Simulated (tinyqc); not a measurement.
Landau-Devonshire theory of a uniaxial ferroelectric: one step, computed by the program tinyqc.

G(P) = (alpha/2) P^2 + (beta*/4) P^4 + (gamma/6) P^6 - E P per volume, SI units, one domain, P along the polar axis, which is normal to the film.

Problem. Coefficients at T. alpha = alpha_0 (T - T0*), with clamping: T0* = T0 + 4 Q12 u_m/(alpha_0 (s11 + s12)), beta* = beta + 4 Q12^2/(s11 + s12).

Inputs (values chosen for the exercise, for a model ferroelectric):
```
quantity,value,unit
alpha_0,2.04e+06,J m/(C^2 K)
Curie-Weiss temperature T0,460,K
beta,-8.16e+08,J m^5/C^4
temperature T,318,K
misfit strain u_m,-0.01,-
electrostriction Q12,-0.048,m^4/C^2
compliance s11 + s12,4.7e-12,m^2/N
```

Sample: epitaxial film.

Give: T0*; alpha; beta*.

Solution.

T0* = 660.3 K

alpha = -6.982e+08 J m/C^2

beta* = 1.145e+09 J m^5/C^4

Compression raises T0 by 200 K. beta* > 0: the transition is of second order, although the free crystal has a first-order one.
